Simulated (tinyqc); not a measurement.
Frequency dispersion of an accumulation capacitance by border traps, distributed model: one step of the calculation.

Traps spread evenly through the insulator exchange electrons with the semiconductor by tunnelling, with tau(x) = t0 exp(2 ka x) at depth x from the interface. The admittance per area Y seen at depth x obeys dY/dx = -Y^2/(i w eps0 eox) + q Nb ln(1 + i w tau)/tau, with Y(0) = i w Cs and w = 2 pi f; the gate sees Y(tox) = G + i w C. Working variable y = Y/(i w), in uF/cm^2. Cox = eps0 eox/tox.

Task. Midpoint steps through the active depth. In terms of y: dy/dx = -y^2/(eps0 eox) + s(x), s = q Nb ln(1 + z)/z, z = i w tau. 11 midpoint steps of h = xe/11: y_half = y + (h/2) y'(x, y), y(new) = y + h y'(x + h/2, y_half).

Parameters, values chosen for the exercise; permittivity close to that of zirconium oxide: relative permittivity of the insulator eox = 22.6; semiconductor capacitance in accumulation Cs = 3.4 uF/cm^2; density of border traps Nb = 2.8e19 cm^-3 eV^-1; decay constant of the wave function in the insulator ka = 5.7 1/nm; time constant of a trap at the interface t0 = 3e-9 s; frequency f = 1e6 Hz; depth down to which the steps are taken xe = 0.79 nm.

Constants: q = 1.602176634e-19 C, eps0 = 8.8541878128e-14 F/cm where lengths are in cm. Results are converted to the units shown.

Give: x; s; y.

Result.

| point | x (nm) | s (uF/(cm^2 nm)) | y (uF/cm^2) |
|---|---|---|---|
| 0 | 0 | 0.44856-0.00423i | 3.4000+0.0000i |
| 1 | 0.071818 | 0.44834-0.00958i | 3.3908-0.0005i |
| 2 | 0.14364 | 0.44721-0.02164i | 3.3819-0.0015i |
| 3 | 0.21545 | 0.44159-0.04815i | 3.3729-0.0037i |
| 4 | 0.28727 | 0.41618-0.09985i | 3.3633-0.0087i |
| 5 | 0.35909 | 0.33598-0.16334i | 3.3505-0.0180i |
| 6 | 0.43091 | 0.20984-0.17714i | 3.3301-0.0303i |
| 7 | 0.50273 | 0.10810-0.13698i | 3.3016-0.0410i |
| 8 | 0.57455 | 0.05090-0.08788i | 3.2682-0.0479i |
| 9 | 0.64636 | 0.02308-0.05101i | 3.2327-0.0516i |
| 10 | 0.71818 | 0.01030-0.02791i | 3.1967-0.0531i |
| 11 | 0.79000 | 0.00457-0.01470i | 3.1610-0.0533i |

Numbers from tinyqc (`OMP_NUM_THREADS=1 python tinyqc.py 2202229 2202230 out.jsonl`; about 0.3 s on one thread of a shared Intel Xeon 2.30GHz).
